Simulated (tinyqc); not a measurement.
# Admittance spectroscopy of a deep trap: two studies

Schottky contact on an n-type layer with shallow donors Nd (all ionised) and a donor-like deep trap, neutral when filled and positive when empty; depletion approximation. Traps within lam of the depletion edge stay filled. The traps at xt = W - lam, where the level crosses the Fermi level, follow a slow signal and not a fast one. w = 2 pi f.

Values chosen for this exercise; material values those of a made-up semiconductor:

| symbol | value | unit | meaning |
|---|---|---|---|
| eps_r | 13.9 |  | relative permittivity |
| Nc | 6.03e17 | cm^-3 | conduction-band density of states at 300 K |
| vth | 4.4e7 | cm/s | thermal velocity at 300 K |
| Nd | 1.1e16 | cm^-3 | shallow donor density |
| Vbi | 0.84 | V | built-in voltage |
| Et | 0.18 | eV | depth of the trap below the conduction edge |
| sn | 3.6e-17 | cm^2 | capture cross-section |
| Nt | 9.6e14 | cm^-3 | trap density |
| Vr | 1.7 | V | reverse bias |
| T | 179 | K | temperature |

Constants: q = 1.602176634e-19 C, kB = 1.380649e-23 J/K, eps0 = 8.8541878128e-14 F/cm where lengths are in cm. Results are converted to the units shown.

Each table varies one quantity; the others keep the values above.

## Admittance against frequency

Emission rate en = sn vth(T) Nc(T) exp(-Et/kB T) = sn g T^2 exp(-Et/kB T), g = vth Nc/(300 K)^2, as vth goes as T^0.5 and Nc as T^1.5 (degeneracy factor 1). lam = sqrt(2 eps0 eps_r (EF - ET)/(q Nd)), EF - ET = Et - (kB T/q) ln(Nc(T)/Nd), Nc(T) = Nc (T/300 K)^1.5. In the steady state at the band bending V, 2 eps0 eps_r V/q = Nd W^2 + Nt (W - lam)^2 (the second term only if W > lam). V = Vbi + Vr. C_HF = eps0 eps_r/W, C_LF = eps0 eps_r (Nd + Nt)/(Nd W + Nt xt). Inflection frequency w0 = 2 en [1 + Nt xt/(Nd W)]; C = C_HF + (C_LF - C_HF)/(1 + (w/w0)^2), G/w = (C_LF - C_HF)(w/w0)/(1 + (w/w0)^2).

Results:
```
f (Hz)  C (nF/cm^2)  G/w (nF/cm^2)
39           21.590       0.015861
180          21.578       0.070962
390          21.536        0.13743
830          21.424        0.19815
1800         21.281        0.16967
3900         21.213       0.095747
8400         21.194       0.046660
18000        21.190       0.022010
39000        21.189       0.010182
```

Estimate the missing row, f = 83 Hz.

Computed row:
```
f (Hz)  C (nF/cm^2)  G/w (nF/cm^2)
83           21.588       0.033571
```

With this row back in the table: C falls from 21.6 to 21.2 nF/cm^2, between C_LF = 21.6 and C_HF = 21.2, and G/w goes from 0.0159 through a maximum of 0.198 (at f = 830 Hz among the rows listed) to 0.0102 nF/cm^2. The exact peak is half of the step, 0.201 nF/cm^2, at 988 Hz.

## Effect of the trap density

Same model as above.

V = Vbi + Vr.

Effect of the trap density:
```
Nt (cm^-3)  W (nm)  step (% of C_HF)  w0/(2 en)
2.5e14       591.6            0.5091      1.018
5.7e14       586.7             1.145      1.040
1.3e15       576.0             2.537      1.091
3e15         553.9             5.503      1.206
6.9e15       514.3             11.24      1.463
1.6e16       454.3             21.35      2.023
3.6e16       385.7             36.57      3.129
```

The step rises from 0.509 to 36.6 %, as Nt^(0.98) between the first two rows and Nt^(0.66) between the last two, and w0/(2 en) rises from 1.02 to 3.13: for Nt near Nd the rule w0 = 2 en overstates the cross-section by that factor.

tinyqc, about 0.01 s, one thread, Intel Xeon 2.30GHz (shared host): `OMP_NUM_THREADS=1 python tinyqc.py 2050110 2050111 out.jsonl`
